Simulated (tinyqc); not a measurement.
Smearing for a one-band metal on the fcc lattice, step by step. Values are carried at full precision from step to step, so a last printed digit may differ when a step is redone from the rounded ones.

Lattice vectors (units of a): a1 = (0, 1/2, 1/2), a2 = (1/2, 0, 1/2), a3 = (1/2, 1/2, 0). E(k) = -t A_1(k) - t2 A_2(k), A_m the sum of cos(k . R) over the 12 nearest and 6 second lattice vectors. Mesh k = sum (j_i/N) b_i, j_i = 0 .. N-1.

Values chosen for the exercise: t = 0.36 eV (nearest hopping); t2 = 0.03 eV (second hopping); N = 6 (unshifted mesh); ne = 1.61 (electrons per cell); sigma = 0.072 eV (width).

## Levels on the mesh

Evaluate the band and collect equal energies with their counts.

Distinct levels:
```
E_k (eV)  points
-4.5000        1
-3.3300        8
-2.9700        6
-1.8000       12
-1.0800       24
-0.9900        8
-0.0900        6
0.0900        24
0.1800         4
0.3600        24
0.4500        24
0.9900        24
1.0800        36
1.2600         3
1.3500        12
```

15 distinct levels; the mean spacing is 0.418 eV.

## Fermi level with cold (Marzari-Vanderbilt) smearing

With x = (E_k - mu)/sigma: cold (Marzari-Vanderbilt) with y = x + 1/sqrt(2), f = erfc(y)/2 + exp(-y^2)/sqrt(2 pi), s = y exp(-y^2)/sqrt(2 pi). With weights w = points/N^d (d the dimension), mu solves 2 sum w f = ne; E = 2 sum w f E_k, S = 2 sum w s, F = E - sigma S.

Weights w = points/total. Bisection from the lowest and highest level; ten steps are shown.

Bisection:
```
step  low (eV)  high (eV)  mu (eV)  electrons
1      -4.5000     1.3500  -1.5750     0.2501
2      -1.5750     1.3500  -0.1125     0.5583
3      -0.1125     1.3500   0.6188     1.3094
4       0.6188     1.3500   0.9844     1.3858
5       0.9844     1.3500   1.1672     1.8878
6       0.9844     1.1672   1.0758     1.6635
7       0.9844     1.0758   1.0301     1.5113
8       1.0301     1.0758   1.0529     1.5857
9       1.0529     1.0758   1.0644     1.6243
10      1.0529     1.0644   1.0586     1.6049
```

## Occupations and energies

Converge mu, then list x, f and s of each level and form the sums.

mu = 1.0602 eV

x, f and s of each level:
```
E_k (eV)       x       f        s
-4.5000   -77.22  1.0000   0.0000
-3.3300   -60.97  1.0000   0.0000
-2.9700   -55.97  1.0000   0.0000
-1.8000   -39.72  1.0000   0.0000
-1.0800   -29.72  1.0000   0.0000
-0.9900   -28.47  1.0000   0.0000
-0.0900   -15.97  1.0000   0.0000
0.0900    -13.47  1.0000   0.0000
0.1800    -12.22  1.0000   0.0000
0.3600     -9.72  1.0000   0.0000
0.4500     -8.47  1.0000   0.0000
0.9900     -0.97  1.0187  -0.0993
1.0800      0.28  0.2342   0.1493
1.2600      2.78  0.0000   0.0000
1.3500      4.03  0.0000   0.0000
```

E = -0.4566 eV
S = 0.0277
F = -0.4586 eV
(E + F)/2 = -0.4576 eV

Levels with f between 0.001 and 0.999: 1. f leaves the range 0 to 1: it runs from 0.0000 to 1.0187. For this scheme F itself has no term in sigma^2, so F is the estimate of the energy at zero width. That argument needs a smooth density of states, and the number of distinct levels within 2 sigma of mu is only 2, so it may fail on this mesh.

## Checks

- The slope dF/d sigma by finite differences against -S: both -0.027689.
- The slope dF/d ne by finite differences against mu (eV): both 1.0602.

Program tinyqc; command `OMP_NUM_THREADS=1 python tinyqc.py 1650528 1650529 out.jsonl`; about 0.2 s on one thread of a shared Intel(R) Xeon(R) Processor @ 2.30GHz.
